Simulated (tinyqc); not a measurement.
p-n heterojunction, non-linear Poisson equation by Newton steps, Boltzmann statistics: one step of the calculation.

One dimension, material 1 (p-type) at x < 0 and material 2 (n-type) at x > 0. Band edges: Ec = -psi in material 1 and -psi + dEc in material 2, Ev = Ec - Eg. Flat quasi-Fermi levels: 0 for holes, +V for electrons. n = Nc F((EFn - Ec)/Vt), p = Nv F((Ev - EFp)/Vt), with F(eta) = exp(eta) (Boltzmann statistics); full ionisation, no interface charge, classical densities; the doping types are chosen for the exercise.

Task. Newton step. Solve the tridiagonal system a_(i-1) d_(i-1) + b_i d_i + a_i d_(i+1) = -F_i for nodes 1 to 12, with d = 0 on fixed nodes. Each component d is damped to sign(d) Vt ln(1 + |d|/Vt) before it is added.

Parameters, values chosen for the exercise:
- T = 300 K (temperature)

Constants: q = 1.602176634e-19 C, kB = 1.380649e-23 J/K, Vt = kB T/q. Results are converted to the units shown.

coupling a_i, interval 0 to 12 (F/cm^2): 4.0890249e-7  4.8261024e-7  5.7080297e-7  6.7739871e-7  7.9750486e-7  9.5295072e-7  1.0831744e-6  7.7392160e-7  5.7092577e-7  4.2128797e-7  3.1281262e-7  2.3217648e-7  1.6851519e-7

```
node  diagonal b (F/cm^2)  residual F (C/cm^2)
1           -4.8448893e-6        3.6642671e-10
2           -4.4392179e-6         4.5998099e-9
3           -3.5741869e-6         1.1424942e-8
4           -1.8950748e-6         4.5322217e-9
5           -1.7570374e-6         8.5355735e-9
6           -2.0361422e-6        -2.0151543e-8
7           -1.8570962e-6        -8.7722823e-9
8           -1.3450791e-6        -2.9546378e-8
9           -1.0409579e-6        -5.2632856e-9
10          -1.6795288e-6         8.4700296e-9
11          -3.2144603e-6        8.7065427e-10
12          -4.3605798e-6        9.2910857e-12
```

psi after iteration 1, node 0 to 13 (V): -1.3274740  -1.3275918  -1.3278947  -1.3225675  -1.2826602  -1.1796056  -1.0301514  -0.8769629  -0.7030863  -0.5726719  -0.5037843  -0.4846523  -0.4824981  -0.4823749

Give: Newton step d, before damping; psi after iteration 2.

Result.

Newton step d, before damping, node 1 to 12 (V): 0.0002  0.0010  -0.0005  -0.0203  -0.0534  -0.0905  -0.1045  -0.1128  -0.0723  -0.0133  -0.0010  -0.0001
psi after iteration 2, node 0 to 13 (V): -1.327  -1.327  -1.327  -1.323  -1.298  -1.209  -1.069  -0.919  -0.747  -0.607  -0.514  -0.486  -0.483  -0.482

Computed by the program tinyqc: `OMP_NUM_THREADS=1 python tinyqc.py 2040097 2040098 out.jsonl`, one thread of a shared Intel Xeon 2.30GHz, about 0.02 s for the whole run.
